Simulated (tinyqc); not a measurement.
From results back to parameters: Koster-Slater impurity in an sp3s* host.

Problem. In the Koster-Slater model a defect shifts the s level of its site by Vs and the p levels by Vp; an A1 level solves 1/Vs = G_s(E) and a T2 level 1/Vp = G_p(E), E from the top of the valence band. A defect has an A1 level at E = 1.4329 eV, one of the energies of the table, and a T2 level at 0.8597 eV.

G(E) of the host (1/eV):

| E (eV) | G_s | G_p |
|---|---|---|
| 0.0000 | -0.0874036 | 0.0415928 |
| 0.2866 | -0.1093533 | -0.0172994 |
| 0.5731 | -0.1346539 | -0.0539613 |
| 0.8597 | -0.1653615 | -0.0868553 |
| 1.1463 | -0.2045595 | -0.1212180 |
| 1.4329 | -0.2576925 | -0.1623612 |
| 1.7194 | -0.3358794 | -0.2205373 |
| 2.0060 | -0.4675114 | -0.3298924 |
| 2.2926 | -0.8284237 | -1.0321069 |

Find: Vs, Vp.

Solution. Read G_s and G_p at the two energies and invert them. Vs is attractive and pulls its level down from the conduction bands. Vp is attractive and pulls its level down from the conduction bands.

Vs, Vp (eV): -3.9  -11.5

Program tinyqc; command `OMP_NUM_THREADS=1 python tinyqc.py 1452321 1452322 out.jsonl`; about 0.07 s on one thread of a shared Intel(R) Xeon(R) Processor @ 2.30GHz.
